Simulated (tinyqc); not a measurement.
Comparisons within one model: linear model of a band gap against the share of exact exchange. A value that a table varies takes the place of the one given here.

E(alpha) = E0 + S alpha. A wider gap screens less, modelled in the Penn form eps(alpha) = 1 + (e0 - 1)(EP/(EP + S alpha))^2 with a scale EP chosen for the exercise. A dielectric-dependent hybrid takes alpha = 1/eps.

Inputs chosen for the exercise (of the order of those of InP; the results hold for these values, not for the real material): E0 = 0.68 eV (gap of the semi-local functional); S = 5.87 eV (slope dE/d(alpha)); e0 = 10.56 (optical dielectric constant at alpha = 0); EP = 10.5 eV (energy scale of the screening); Et = 1.41 eV (target gap).

## Sweep of alpha

Also the exciton scale relative to alpha = 0, (m/m(0))(eps(0)/eps)^2, with a mass proportional to E + D, D = E0/2 + 0.3 eV, a k.p rule for direct gaps only.

Results:

| alpha | E (eV) | eps | alpha eps | exciton scale |
|---|---|---|---|---|
| 0.00 | 0.680 | 10.560 | 0.000 | 1.00 |
| 0.05 | 0.974 | 10.047 | 0.502 | 1.35 |
| 0.10 | 1.267 | 9.574 | 0.957 | 1.76 |
| 0.15 | 1.560 | 9.138 | 1.371 | 2.23 |
| 0.20 | 1.854 | 8.734 | 1.747 | 2.76 |
| 0.25 | 2.147 | 8.359 | 2.090 | 3.37 |
| 0.35 | 2.735 | 7.687 | 2.690 | 4.82 |
| 0.50 | 3.615 | 6.839 | 3.420 | 7.68 |

alpha eps reaches 1 between alpha = 0.1 and 0.15 (fixed point 0.105), and the target gap is met between 0.1 and 0.15. At the fixed point the gap is 1.30 eV, -0.11 eV from the target. From 0 to 0.25 the gap grows by 1.47 eV while eps falls by 21 %; the exciton scale, which takes both, grows by a factor of 3.37.

## What each parameter does

Fixed point alpha = 1/eps(alpha), gap and eps there. Each row changes one parameter from the base and keeps the others.

Results:

| case | alpha | E (eV) | eps |
|---|---|---|---|
| base | 0.1049 | 1.296 | 9.530 |
| E0 = 0.612 eV | 0.1049 | 1.228 | 9.530 |
| S = 6.457 eV | 0.1061 | 1.365 | 9.425 |
| e0 = 9.504 | 0.1179 | 1.372 | 8.485 |
| EP = 9.45 eV | 0.1062 | 1.304 | 9.413 |

The largest shifts from the base row, up to three for each result and ties (the steps differ in size, so this ranks the rows, not the parameters). alpha: e0 +0.0129, EP +0.0013, S +0.0012; unchanged at the printed digits by E0. E (eV): e0 +0.076, S +0.069, E0 -0.068. eps: e0 -1.045, EP -0.117, S -0.105; unchanged at the printed digits by E0.

Program tinyqc; command `OMP_NUM_THREADS=1 python tinyqc.py 1850289 1850290 out.jsonl`; about 0.01 s on one thread of a shared Intel(R) Xeon(R) Processor @ 2.30GHz.
